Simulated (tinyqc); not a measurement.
Inside a calculation. Method: tight binding, kagome lattice. Computed by tinyqc, a small Python program that keeps every step. Settings: t1 = 1.94, t2 = 1.94, delta = 0, bands filled = 2. Command: `OMP_NUM_THREADS=1 python tinyqc.py 20968 20969 out.jsonl` (the two numbers bound the seeds that draw the settings). One thread of a shared host (Intel(R) Xeon(R) Processor @ 2.60GHz), about 0.01 s of CPU time with the checks.

## Bloch Hamiltonian at k

Parameters chosen for this model:
```
parameter     value                unit
t1         1.940000    eV, up triangles
t2         1.940000  eV, down triangles
delta             0        eV on site C
```

k point k (fractions of the reciprocal vectors): 0.0700  0.1000

H_AB = -t1 - t2 exp(-i k.a1), H_AC = -t1 - t2 exp(-i k.a2), H_BC = -t1 - t2 exp(i k.(a1 - a2)), H_CC = delta.

H(k) at k (eV), lower triangle (Hermitian):
```
                 A                B       C
A           0.0000
B  -3.6954-0.8260i           0.0000
C  -3.5095-1.1403i  -3.8456-0.3635i  0.0000
```

## Levels at k

Diagonalise the Hermitian matrix.

eigenvalues (eV): -7.5601  3.6801  3.8800

weights |c|^2 of the basis functions:
```
   band 1  band 2  band 3
A  0.3284  0.6133  0.0583
B  0.3386  0.0329  0.6285
C  0.3330  0.3538  0.3132
```

## Bloch Hamiltonian at K

k point K (fractions of the reciprocal vectors): 0.3333  0.6667

As before.

H(k) at K (eV), lower triangle (Hermitian):
```
                 A                B       C
A           0.0000
B  -0.9700-1.6801i           0.0000
C  -0.9700+1.6801i  -0.9700-1.6801i  0.0000
```

## Levels at K

As before.

eigenvalues (eV): -1.9400  -1.9400  3.8800

## Bands along a path

The same steps at evenly spaced points between the labelled ones.

Bands along the path (eV):
```
k           band 1   band 2  band 3
G          -7.7600   3.8800  3.8800
G-K 0.20   -7.4246   3.5446  3.8800
G-K 0.40   -6.4762   2.5962  3.8800
G-K 0.60   -5.0790   1.1990  3.8800
G-K 0.80   -3.4744  -0.4056  3.8800
K          -1.9400  -1.9400  3.8800
K-M 0.20   -2.5962  -1.2838  3.8800
K-M 0.40   -3.1390  -0.7410  3.8800
K-M 0.60   -3.5446  -0.3354  3.8800
K-M 0.80   -3.7952  -0.0848  3.8800
M          -3.8800        0  3.8800
M-K' 0.20  -3.7952  -0.0848  3.8800
M-K' 0.40  -3.5446  -0.3354  3.8800
M-K' 0.60  -3.1390  -0.7410  3.8800
M-K' 0.80  -2.5962  -1.2838  3.8800
K'         -1.9400  -1.9400  3.8800
```

With 2 band(s) filled, the highest filled level on these points lies at G and the lowest empty one at G-K 0.40: the bands touch or overlap, so there is no gap.
